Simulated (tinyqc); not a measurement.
From results back to parameters: sp3s* tight binding. Three cases, with inputs chosen for the exercise.

Problem. Without spin-orbit coupling the s levels at Gamma are the roots of [[Esa, Vss], [Vss, Esc]], the p levels those of [[Epa, Vxx], [Vxx, Epc]], and the doubly degenerate valence level at X is the lower root of [[Epa, Vxy], [Vxy, Epc]]. The atomic differences are given; the levels below come from hidden parameters.

Case 1.

Values chosen (out of a larger set: near a published set for InP, fitted to gaps, whose masses and valley positions are rough; not measured data): dEs = 7.065 eV (Esc - Esa); dEp = 3.184 eV (Epc - Epa).

s levels at Gamma (eV): -11.42752  1.40452

p levels at Gamma (eV): 0.00073  4.92927

valence level X5 = -2.04624 eV

Case 2.

Values chosen (out of a larger set: near a published set for GaP, fitted to gaps, whose masses and valley positions are rough; not measured data): dEs = 5.904 eV (Esc - Esa); dEp = 2.979 eV (Epc - Epa).

s levels at Gamma (eV): -13.17849  2.87649

p levels at Gamma (eV): -0.00352  5.23252

valence level X5 = -2.72256 eV

Case 3.

Values chosen (out of a larger set: near a published set for SiC, fitted to gaps, whose masses and valley positions are rough; spin-orbit coupling, where it is added without a refit, lifts the valence top and shrinks all gaps by about a third of the splitting; not measured data): dEs = 3.606 eV (Esc - Esa); dEp = 2.208 eV (Epc - Epa).

s levels at Gamma (eV): -19.22455  5.99855

p levels at Gamma (eV): -0.01184  6.46984

valence level X5 = -2.81076 eV

Find: Esa, Esc, Epa, Epc; |Vss|, |Vxx|, |Vxy|.

Solution. The mean of a pair of roots is the mean of the two levels, which with the given difference fixes both; half the splitting, squared, less a quarter of the squared difference is V^2. At X the lower root lies sqrt((dEp/2)^2 + Vxy^2) below the mean p level.

Case 1.

Esa, Esc, Epa, Epc (eV): -8.544  -1.479  0.873  4.057

|Vss|, |Vxx|, |Vxy| (eV): 5.356  1.881  4.221

Case 2.

Esa, Esc, Epa, Epc (eV): -8.103  -2.199  1.125  4.104

|Vss|, |Vxx|, |Vxy| (eV): 7.465  2.153  5.125

Case 3.

Esa, Esc, Epa, Epc (eV): -8.416  -4.810  2.125  4.333

|Vss|, |Vxx|, |Vxy| (eV): 12.482  3.047  5.938

Computed by tinyqc, one run a case: `OMP_NUM_THREADS=1 python tinyqc.py N N+1 out.jsonl` with N = 1452151, 1452213, 1452249; one thread of a shared Intel(R) Xeon(R) Processor @ 2.30GHz, about 0.1 s a run at most.
